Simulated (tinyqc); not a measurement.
Round nanowire with a gate all round, subbands and threshold shift from confinement: one step of the calculation.

Undoped body with a flat potential across it, hard walls, transport along x. Three valley pairs (g = 2 each) with the longitudinal mass along x, y or z. Non-parabolicity enters the subband edges through E (1 + al E) = gamma, so E = 2 gamma/(1 + sqrt(1 + 4 al gamma)); motion within a subband is taken as parabolic with the band-edge mass. Energies are counted from the bulk band edge.

Problem. Lowest subbands. gamma = C (2 z/(t + dl))^2 (1/my + 1/mz)/2, z the zeros of the Bessel functions J_l (2.404826, 3.831706, 5.135622, 5.520078, ...), twofold for l > 0; the mean inverse mass is an approximation for anisotropic valleys, C = hbar^2/(2 m0). List the 5 lowest, labelled by valley axis and quantum numbers, with degeneracy g and N_k: N_k = g sqrt(2 mx m0 kB T/(pi hbar^2)).

Values chosen for this exercise; masses close to those of silicon:
- T = 400 K (temperature)
- ml = 0.914 m0 (longitudinal mass)
- mt = 0.19 m0 (transverse mass)
- al = 0 1/eV (non-parabolicity)
- t = 8.3 nm (diameter)
- dl = 0.3 nm (widening of the box by penetration into the insulator)

Constants: q = 1.602176634e-19 C, kB = 1.380649e-23 J/K, hbar = 1.054571817e-34 J s, m0 = 9.1093837015e-31 kg, hbar^2/(2 m0) = 0.0380998212 eV nm^2. Results are converted to the units shown.

Find: E_k; g; N_k.

Solution.

| subband | E_k (eV) | g | N_k (cm^-1) |
|---|---|---|---|
| y0,1 | 0.03788 | 2 | 4.678e6 |
| z0,1 | 0.03788 | 2 | 4.678e6 |
| x0,1 | 0.06272 | 2 | 1.026e7 |
| y1,1 | 0.09616 | 4 | 9.357e6 |
| z1,1 | 0.09616 | 4 | 9.357e6 |

Range of the model: For the strongly anisotropic y and z valleys the mean inverse mass serves only for l = 0; pairs with l > 0 really split widely.

Numbers from tinyqc (`OMP_NUM_THREADS=1 python tinyqc.py 2350063 2350064 out.jsonl`; about 0.2 s on one thread of a shared Intel Xeon 2.30GHz).
